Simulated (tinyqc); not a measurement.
From level (+2/+1) back to dielectric constant eps: formation energy of a charged point defect from supercell energies. Computed by tinyqc, a small Python program. Command: `OMP_NUM_THREADS=1 python tinyqc.py 3012334 3012335 out.jsonl formation inv`. One thread of a shared host (Intel(R) Xeon(R) Processor @ 2.30GHz), about 0.01 s of CPU time with the checks.

The host is a compound AB. Making the defect adds n_A = -1, n_B = 0 atoms to the cell. All total energies are inputs. E_F is counted from the valence-band maximum (VBM); x = 0 is A-rich and x = 1 B-rich growth.

Inputs (values chosen for the exercise, for a model compound AB):
```
quantity                      value      unit
gap E_g                        1.15        eV
E_VBM of the host cell        6.329        eV
potential alignment dV       -0.088        eV
cell length L                  14.5  angstrom
mu_A of the pure element     -2.972        eV
formation enthalpy dH of AB  -0.516        eV
growth condition x             0.15         -
```

Defect: vacancy of A. Supercell lattice: sc.

charge states q: 2  1  0

E(defect, q) - E(host), in the order of q (eV): -6.522  0.488  7.181

Constants: e^2/(4 pi eps_0) = 14.39964548 eV angstrom.

Method:
- dmu_A = x dH and dmu_B = (1 - x) dH, so that dmu_A + dmu_B = dH; mu = mu(element) + dmu.
- The reservoir term is sum n_i mu_i.
- Image-charge correction of a point charge in a neutralising background: E_corr = q^2 alpha e^2/(4 pi eps_0) / (2 eps L), alpha = 2.837297 for a sc array with L the cube root of the volume.
- E_f(q, E_F) = [E(defect, q) - E(host)] - sum n_i mu_i + q (E_VBM + dV + E_F) + E_corr(q).
- eps(q/q-1) = E_f(q - 1, 0) - E_f(q, 0).

Problem. A run gave the result below. Find the dielectric constant eps, known to lie between 7 and 19.

level (+2/+1) = 0.3391292 eV

Solution.

Each step takes the trial c = (a f_b - b f_a)/(f_b - f_a), f being the result less the target and a, b, c the logarithms of the listed values; c replaces end b, the old b replaces a if the sign of f changed, and otherwise f_a is halved.

Scan of the range:
```
dielectric constant eps  level (+2/+1) (eV)
7.00                               0.165216
8.27                               0.257937
9.76                               0.335958
11.50                              0.401479
13.60                              0.458229
16.10                              0.506485
19.00                              0.546553
```

False position (Illinois rule, in the logarithm of the input) inside the bracket:
```
step    end a    end b    trial  level (+2/+1) (eV)
1     9.76000  11.5000  9.83781            0.339383
2     9.76000   9.8378  9.82704            0.338912
3     9.83781   9.8270  9.83200            0.339129
4     9.82704   9.8320  9.83200            0.339129
```

Level (+2/+1) rises at every point of a 13-point scan of the range (every second point is shown), so one value fits; it is bracketed by 9.76 and 11.5. Answer: dielectric constant eps = 9.832.

Caution: the largest image-charge correction in these energies, q^2 alpha e^2/(8 pi eps_0 eps L) with alpha = 2.837297, exceeds a quarter of the gap; the point-charge term alone is then a rough estimate, usually too large for a charge that is spread out. Caution: the one-electron levels are out of order (negative U): at least one middle charge state is skipped, and the transition past it moves two or more electrons at once.
